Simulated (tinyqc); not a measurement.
X-ray photoelectron analysis of a thin oxide on a semiconductor: attenuation lengths, thickness, angle series and band offsets: one step, computed by the program tinyqc. Command: `OMP_NUM_THREADS=1 python tinyqc.py 3114177 3114178 out.jsonl xps walk`. One thread of a shared host (Intel(R) Xeon(R) Processor @ 2.30GHz), about 0.01 s of CPU time with the checks.

The same element is seen in the oxide and in the substrate, at nearly the same kinetic energy; films are flat and uniform, and the work function is ignored.

Task: Inelastic mean free paths. TPP-2M: lambda = E/(E_p^2 [b ln(c E) - C/E + D/E^2]) in angstrom, E_p = 28.8 sqrt(N_v rho/M), b = -0.10 + 0.944/sqrt(E_p^2 + E_g^2) + 0.069 rho^0.1, c = 0.191/sqrt(rho), U = N_v rho/M, C = 1.97 - 0.91 U, D = 53.4 - 20.8 U, with E = photon energy less binding energy in eV. Attenuation length L = factor x lambda.

Inputs (values chosen for the exercise, modelled on SiO2 on 4H-SiC):

| quantity | value | unit |
|---|---|---|
| photon energy | 2000 | eV |
| binding energy of the core level | 100.5 | eV |
| oxide density | 2.24 | g/cm^3 |
| oxide formula mass | 60.08 | g/mol |
| valence electrons per oxide formula | 16 | - |
| oxide gap | 9.04 | eV |
| substrate density | 3.21 | g/cm^3 |
| substrate formula mass | 40.1 | g/mol |
| valence electrons per substrate formula | 8 | - |
| substrate gap | 3.26 | eV |
| attenuation length over inelastic mean free path | 0.94 | - |

Give: kinetic energy E; the table «Terms» with the columns E_p (eV), b, c, lambda (nm), for layer = oxide, substrate; L in the oxide; L in the substrate.

Result:

kinetic energy E = 1899.5 eV

Terms:

| layer | E_p (eV) | b | c | lambda (nm) |
|---|---|---|---|---|
| oxide | 22.244 | 0.014111 | 0.12762 | 5.0027 |
| substrate | 23.047 | 0.018091 | 0.10661 | 3.7501 |

L in the oxide = 4.7025 nm

L in the substrate = 3.5251 nm
